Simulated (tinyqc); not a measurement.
Pi bands of a honeycomb layer in tight binding, step by step. Values are carried at full precision from step to step, so a last printed digit may differ when a step is redone from the rounded ones.

Lattice vectors a (1,0) and a (1/2, sqrt3/2); f = exp(i ky a/sqrt3) + 2 cos(kx a/2) exp(-i ky a/(2 sqrt3)), w = |f|. H = [[D - t2 F, -t f], [., -D - t2 F]] with F = w^2 - 3, S = [[1, s0 f], [., 1]]; the levels solve det(H - E S) = 0. K = (4 pi/3a, 0), M = (pi/a, pi/(sqrt3 a)); w = 3, 1, 0 at Gamma, M, K.

Constants: hbar = 6.58211957e-16 eV s; hbar^2/2m0 = 3.80998211 eV angstrom^2.

Parameters, chosen for this exercise (of the size used for hexagonal BN; the results hold for these values, not for the real material): a = 2.5 angstrom (lattice constant); t = 2.62 eV (nearest hopping); t2 = 0.27 eV (second-neighbour hopping); s0 = 0.043 (overlap of neighbours); D = 3.1 eV (+D on A, -D on B); k = (1.67, 0.1) 1/angstrom (wave vector).

## H and S at one k

Form f, w, F and the two matrices.

f = 0.00414+0.21508i
w = 0.21512
F = -2.95372

H (eV), rows A, B and columns alike:
$$\begin{pmatrix}
3.8975 & -0.0108-0.5635i \\
-0.0108+0.5635i & -2.3025
\end{pmatrix}$$

S, rows A, B and columns alike:
$$\begin{pmatrix}
1.00000 & 0.00018+0.00925i \\
0.00018-0.00925i & 1.00000
\end{pmatrix}$$

## The secular equation

det(H - E S) = 0 reads (e - E)^2 - D^2 - (t + s0 E)^2 w^2 = 0 with e = -t2 (w^2 - 3), that is c2 E^2 + 2 c1 E + c0 = 0 with c2 = 1 - s0^2 w^2, c1 = -(e + t s0 w^2), c0 = e^2 - D^2 - t^2 w^2.

c2, c1, c0: [0.9999, -0.8027, -9.2916]

levels (eV): [-2.3495, 3.9551]

## Levels at Gamma, M and K

Solve the quadratic (e - E)^2 - D^2 - (t + s0 E)^2 w^2 = 0 with e = -t2 (w^2 - 3), for w = 3, 1, 0.

Levels (eV):
```
point  w    lower   upper  difference
Gamma  3  -9.0013  7.7687     16.7701
M      1  -3.4254  4.7331      8.1585
K      0  -2.2900  3.9100      6.2000
```

Measured from the middle of the levels at K (0.810 eV), the upper band reaches 6.959 eV and the lower -9.811 eV at Gamma: the lower band is the wider; overlap stretches the upper band and positive t2 the lower. In the real layer the upper band is the wider one. The saddle points at M give the absorption peak at 8.159 eV in this one-electron picture.

## Near K

w = (sqrt3/2) a q to first order in the distance q from K. Effective hopping t* = t + 3 t2 s0, hbar v = (sqrt3/2) a t*, v in m/s = hbar v x 1e-10/hbar; band-edge masses follow from E^2 = D^2 + (hbar v q)^2 when t2 = s0 = 0: m/m0 = 2 c D/(hbar v)^2, c = hbar^2/2m0.

hbar v = 5.7479 eV angstrom
v = 8.733e+05 m/s
mass = 0.7150 m0

## Checks

- Roots of the quadratic against the generalised eigenproblem: they agree to 1e-10 or better.

(tinyqc, `OMP_NUM_THREADS=1 python tinyqc.py 1480918 1480919 out.jsonl`, Intel(R) Xeon(R) Processor @ 2.30GHz, 1 thread, shared host, about 0.01 s.)
